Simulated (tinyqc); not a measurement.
Disorder broadening of a one-dimensional band in the self-consistent Born approximation: one step of the calculation.

The local Green function is G = g0(z - Sigma) with z = E + i eta and g0(z) = 1/(sqrt(z - 2t) sqrt(z + 2t)), principal roots; the self-energy is Sigma = D G. The density of states is -Im G/pi.

Problem. Born step. G = g0(z - Sigma), Sigma(out) = D G, Sigma(new) = Sigma + mix (Sigma(out) - Sigma).

Values chosen for this exercise:
- t = 1.7 eV (hopping)
- D = 2.6 eV^2 (variance of the random site energy)
- eta = 0.0017 eV (bare broadening)
- E = -1.702 eV (energy from the band centre)
- mix = 1 (mixing)

Sigma at the start = 0.0000000+0.0000000i eV

Wanted: G; Sigma(out); Sigma after iteration 1.

Solution.

G = -0.0001-0.3398i 1/eV
Sigma(out) = -0.0003-0.8834i eV
Sigma after iteration 1 = -0.0003-0.8834i eV

Sigma(out) of this first step, from Sigma = 0, is the plain (first) Born approximation.

Range of the model: The self-consistent Born approximation misses band tails from rare fluctuations and localisation.

tinyqc, about 0.02 s, one thread, Intel Xeon 2.30GHz (shared host): `OMP_NUM_THREADS=1 python tinyqc.py 2720135 2720136 out.jsonl`
